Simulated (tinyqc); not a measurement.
What each value does: bond-orbital model of a tetrahedral semiconductor (Harrison's universal couplings).

Hybrid level eh = (es + 3 ep)/4; metallic energy V1 = (ep - es)/4 for each atom; covalent energy V2 = 3.22 hbar^2/(m d^2); polar energy V3 = (ehc - eha)/2; hbar^2/m = 2c, c = hbar^2/2m0. Polarity ap = V3/sqrt(V2^2 + V3^2), covalency ac = V2/sqrt(V2^2 + V3^2). p-p coupling at Gamma Exx = (4/3)(2.22 - 2 x 0.63) hbar^2/(m d^2) = 1.28 hbar^2/(m d^2), s-s coupling Ess = 4 x 1.32 hbar^2/(m d^2).

Constants: hbar^2/2m0 = 3.80998211 eV angstrom^2.

Values chosen for the exercise (near tabulated values for GaSb; the model gives trends, and its gaps can be far from the real ones; the results hold for these values, not for the real material): esc = -11.43 eV (s level, cation); epc = -5.59 eV (p level, cation); esa = -16.22 eV (s level, anion); epa = -8.13 eV (p level, anion); d = 2.65 angstrom (bond length).

The bond-antibond splitting is 2 sqrt(V2^2 + V3^2). E0 is the upper root of [[esa, 5.28 u], [5.28 u, esc]] less the lower root of [[epa, 1.28 u], [1.28 u, epc]], u = hbar^2/(m d^2). Each row changes one parameter from the base and keeps the others.

Results:

| case | ap | bond-antibond splitting (eV) | Ev (eV) | E0 (eV) |
|---|---|---|---|---|
| base | 0.4058 | 7.646 | -8.742 | 1.127 |
| esc = -10.93 eV | 0.4193 | 7.697 | -8.742 | 1.477 |
| epc = -5.09 eV | 0.4455 | 7.805 | -8.669 | 1.054 |
| esa = -15.72 eV | 0.3920 | 7.596 | -8.742 | 1.285 |
| epa = -7.63 eV | 0.3636 | 7.501 | -8.333 | 0.718 |
| d = 2.7 angstrom | 0.4186 | 7.412 | -8.705 | 0.896 |

The largest shifts from the base row, up to three for each result and ties (the steps differ in size, so this ranks the rows, not the parameters). ap: epa -0.0422, epc +0.0397, esa -0.0138. bond-antibond splitting (eV): d -0.234, epc +0.160, epa -0.144. Ev (eV): epa +0.409, epc +0.073, d +0.037; unchanged at the printed digits by esc and esa. E0 (eV): epa -0.409, esc +0.351, d -0.231.

(tinyqc, `OMP_NUM_THREADS=1 python tinyqc.py 1452221 1452222 out.jsonl`, Intel(R) Xeon(R) Processor @ 2.30GHz, 1 thread, shared host, about 0.01 s.)
